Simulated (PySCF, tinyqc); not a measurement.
Worked calculation: RHF in the sto-6g basis, for H6, spin multiplicity 1. The lowest restricted solution is unstable here: a spin-polarised one lies 0.0814 hartree lower (PySCF). One step of it, computed by the program tinyqc.

Question. Iteration 2: diagonalisation and new density. Diagonalise F' = X^T F X, C = X C', fill 3 alpha and 3 beta electrons from the bottom; D = 2 C_occ C_occ^T. Each column has its largest component positive (the first on a tie).

extrapolated F (hartree), lower triangle:
```
           1H 1s      2H 1s      3H 1s      4H 1s      5H 1s      6H 1s
1H 1s  -0.172055
2H 1s  -0.378135  -0.223066
3H 1s  -0.097286  -0.276072  -0.206472
4H 1s  -0.005673  -0.083627  -0.356018  -0.204905
5H 1s   0.001083  -0.008498  -0.072723  -0.320187  -0.252232
6H 1s  -0.003537   0.000506   0.009533  -0.106088  -0.371304  -0.200250
```

X, lower triangle:
```
           1H 1s      2H 1s      3H 1s      4H 1s      5H 1s     6H 1s
1H 1s   1.056867
2H 1s  -0.212765   1.154996
3H 1s   0.038090  -0.282984   1.158854
4H 1s  -0.006248   0.041985  -0.231441   1.158854
5H 1s   0.001509  -0.009005   0.041985  -0.282984   1.154996
6H 1s  -0.000263   0.001509  -0.006248   0.038090  -0.212765  1.056867
```

Give: F' = X^T F X; orbital energies; coefficients C; D after iteration 2.

Answer.

F' = X^T F X (hartree), lower triangle:
```
         1        2        3        4        5        6
1  -0.0359
2  -0.3819   0.0328
3   0.0411  -0.2795   0.0530
4  -0.0048   0.0565  -0.3962   0.0802
5   0.0042  -0.0110   0.0760  -0.3317   0.0179
6  -0.0042  -0.0012   0.0122   0.0335  -0.3611  -0.0719
```

orbital energies (hartree): MO1 -0.5187, MO2 -0.4425, MO3 -0.2664, MO4 0.1456, MO5 0.4113, MO6 0.7469

coefficients C:
```
          MO1      MO2      MO3      MO4      MO5      MO6
1H 1s  0.1904   0.4147  -0.4332  -0.5004  -0.6378  -0.3327
2H 1s  0.2372   0.4606  -0.2904   0.2485   0.7863   0.6546
3H 1s  0.3108   0.1811   0.5124   0.4861  -0.2912  -0.8757
4H 1s  0.3787  -0.0518   0.4546  -0.4029  -0.3431   0.9204
5H 1s  0.3751  -0.3783  -0.2257  -0.3909   0.6836  -0.7117
6H 1s  0.2905  -0.3523  -0.4425   0.6312  -0.5046   0.3261
```

D after iteration 2, lower triangle:
```
         1H 1s    2H 1s    3H 1s    4H 1s   5H 1s   6H 1s
1H 1s   0.7917
2H 1s   0.7239   0.7055
3H 1s  -0.1753   0.0167   0.7838
4H 1s  -0.2925  -0.1320   0.6825   0.7055
5H 1s   0.0246  -0.0394  -0.1351   0.1181  0.6695
6H 1s   0.2017   0.0702  -0.4004  -0.1458  0.6842  0.8086
```
